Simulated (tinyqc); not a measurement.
Carrier lifetime from Shockley-Read-Hall, radiative, Auger and surface recombination: one step, computed by the program tinyqc. Command: `OMP_NUM_THREADS=1 python tinyqc.py 3024503 3024504 out.jsonl lifetime walk`. One thread of a shared host (Intel(R) Xeon(R) Processor @ 2.30GHz), about 0.02 s of CPU time with the checks.

Energies are counted from the top of the valence band. Boltzmann statistics, full ionisation, and equal excess densities of electrons and holes.

Problem. Equilibrium densities. N_c = 2 M_c (2 pi m_e k_B T/h^2)^(3/2) and N_v = 2 (2 pi m_h k_B T/h^2)^(3/2), masses in units of m_0. n_i = sqrt(N_c N_v) exp(-E_g/2 k_B T); majority density N/2 + sqrt(N^2/4 + n_i^2), minority density n_i^2 over it.

Inputs (values chosen for the exercise, with bands modelled on germanium):
```
quantity             value   unit
gap E_g              0.665     eV
electron mass m_e    0.212    m_0
valleys M_c              4      -
hole mass m_h        0.338    m_0
temperature T          300      K
doping N           2.3e+16  cm^-3
```

Doping: n-type. Surface term: two equal surfaces.

Constants: m_0 = 9.1093837015e-31 kg; k_B = 1.380649e-23 J/K; h = 6.62607015e-34 J s; k_B = 8.617333262e-05 eV/K.

Give: N_c; N_v; n_i; n_0; p_0.

Solution.

N_c = 9.798e+18 cm^-3

N_v = 4.931e+18 cm^-3

n_i = 1.804e+13 cm^-3

n_0 = 2.300e+16 cm^-3

p_0 = 1.415e+10 cm^-3
